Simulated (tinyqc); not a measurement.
Abrupt p-n junction, non-linear Poisson equation by Newton steps: two steps of the calculation.

One dimension, p side on the left, n side on the right; net doping C = -Na for x < 0 and +Nd for x > 0. The potential psi is counted from the intrinsic level, and the quasi-Fermi potentials are flat: 0 for holes and -V for electrons, so n = ni exp((psi + V)/Vt) and p = ni exp(-psi/Vt) (Boltzmann statistics, full ionisation, no current).

Values chosen for this exercise: temperature T = 273 K; bias of the p side against the n side V = 0 V.

Constants: q = 1.602176634e-19 C, kB = 1.380649e-23 J/K, Vt = kB T/q. Results are converted to the units shown.

Problem 1. Densities, residual and Jacobian diagonal. n_i = ni exp((psi_i + V)/Vt), p_i = ni exp(-psi_i/Vt), rho_i = p_i - n_i + C_i, g_i = (n_i + p_i)/Vt. Box widths w_i = (h_(i-1) + h_i)/2 in cm. Residual F_i = a_i (psi_(i+1) - psi_i) - a_(i-1) (psi_i - psi_(i-1)) + q rho_i w_i; Jacobian: a_(i-1) and a_i beside the diagonal, b_i = -a_(i-1) - a_i - q g_i w_i on it. The two end nodes are fixed.

```
node  x (nm)  psi after iteration 2 (V)  net doping C (cm^-3)
0       -153                -0.84354283               -1.9e17
1       -112                -0.84340728               -1.9e17
2      -78.6                -0.84056391               -1.9e17
3      -50.5                -0.79881857               -1.9e17
4      -27.3                -0.57055948               -1.9e17
5         -8                -0.22365290               -1.9e17
6          8                 0.17205745                1.8e17
7       26.1                 0.50777111                1.8e17
8       46.7                 0.74527488                1.8e17
9       69.9                 0.83144869                1.8e17
10      96.3                 0.84144223                1.8e17
11       126                 0.84222049                1.8e17
12       160                 0.84227088                1.8e17
```

coupling a_i, interval 0 to 11 (F/cm^2): [1.9392831e-7, 2.3805571e-7, 2.8295590e-7, 3.4271813e-7, 4.1197205e-7, 4.9694129e-7, 4.3928512e-7, 3.8597382e-7, 3.4271813e-7, 3.0117654e-7, 2.6771248e-7, 2.3385473e-7]
ni = 50.855810 cm^-3

Give: n; p; residual F; diagonal b.

Solution 1.

```
node  n (cm^-3)  p (cm^-3)
0     1.361e-14   1.900e17
1     1.369e-14   1.889e17
2     1.545e-14   1.674e17
3     9.111e-14   2.839e16
4      1.491e-9   1.735e12
5      0.003780    6.841e5
6       7.632e4    0.03389
7      1.203e11   2.150e-8
8      2.915e15  8.872e-13
9      1.136e17  2.276e-14
10     1.738e17  1.488e-14
11     1.796e17  1.440e-14
12     1.800e17  1.437e-14
```

```
node  residual F (1e-10 C/cm^2)  diagonal b (F/cm^2)
1                         0.000            -5.218e-6
2                         0.019            -4.027e-6
3                         0.000            -1.122e-6
4                         0.000            -7.547e-7
5                         0.000            -9.089e-7
6                         0.000            -9.362e-7
7                         0.000            -8.253e-7
8                        -0.020            -7.722e-7
9                        -1.514            -2.563e-6
10                       -0.017            -3.888e-6
11                        0.000            -4.398e-6
```

Problem 2. Newton step. Solve the tridiagonal system a_(i-1) d_(i-1) + b_i d_i + a_i d_(i+1) = -F_i for nodes 1 to 11, with d = 0 on fixed nodes. Half of the step is added while the largest |d| exceeds 1.5 Vt, the full step after that.

coupling a_i, interval 0 to 11 (F/cm^2): [1.9392831e-7, 2.3805571e-7, 2.8295590e-7, 3.4271813e-7, 4.1197205e-7, 4.9694129e-7, 4.3928512e-7, 3.8597382e-7, 3.4271813e-7, 3.0117654e-7, 2.6771248e-7, 2.3385473e-7]

```
node  diagonal b (F/cm^2)  residual F (C/cm^2)
1           -5.2179447e-6        5.7485261e-15
2           -4.0267588e-6        1.8631222e-12
3           -1.1215505e-6        1.2345952e-14
4           -7.5471529e-7        7.0673742e-17
5           -9.0891335e-7                   ~0
6           -9.3622641e-7                   ~0
7           -8.2526052e-7       -4.4346873e-17
8           -7.7217047e-7       -1.9500519e-12
9           -2.5630653e-6       -1.5144970e-10
10          -3.8884656e-6       -1.6715740e-12
11          -4.3976345e-6       -7.2849876e-15
```

psi after iteration 2, node 0 to 12 (V): [-0.84354283, -0.84340728, -0.84056391, -0.79881857, -0.57055948, -0.22365290, 0.17205745, 0.50777111, 0.74527488, 0.83144869, 0.84144223, 0.84222049, 0.84227088]

Give: Newton step d, before damping; psi after iteration 3.

Solution 2.

Newton step d, before damping, node 1 to 11 (in units of 1e-5 V): [0.001, 0.011, -0.509, -1.679, -2.653, -3.460, -4.372, -5.411, -6.699, -0.564, -0.035]
psi after iteration 3, node 0 to 12 (V): [-0.8435, -0.8434, -0.8406, -0.7988, -0.5706, -0.2237, 0.1720, 0.5077, 0.7452, 0.8314, 0.8414, 0.8422, 0.8423]

Computed by the program tinyqc: `OMP_NUM_THREADS=1 python tinyqc.py 2000146 2000147 out.jsonl`, one thread of a shared Intel Xeon 2.30GHz, about 0.02 s for the whole run.

~0 in a residual or rate marks an entry under 1e-11 of the largest of its column.
